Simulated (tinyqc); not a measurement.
Thermal stress, cracking, delamination and buckling of a thin film; Griffith cracks and misfitting inclusions: one step, computed by the program tinyqc.

Isotropic linear elasticity; the substrate is much thicker than the film; stress is positive in tension.

Task: Elastic mismatch. Dundurs alpha = (Ebar - Ebar_s)/(Ebar + Ebar_s), with Ebar_s = E_s/(1 - nu_s^2). The channel-crack factor is taken as g = 1.258 (1 - alpha)^(-0.7), a rough interpolation chosen for the exercise (1.258 is the value for matched materials).

Inputs (values chosen for the exercise, modelled on an aluminium film on silicon):
```
quantity                       value  unit
deposition temperature T_d       500     K
final temperature T              300     K
substrate Young's modulus E_s    164   GPa
substrate Poisson ratio nu_s    0.27     -
```

Ebar = 79.27390 GPa

Give: Dundurs alpha; factor g.

Result:

Dundurs alpha = -0.3811

factor g = 1.004

The stiffer substrate holds the crack faces and lowers the driving force.
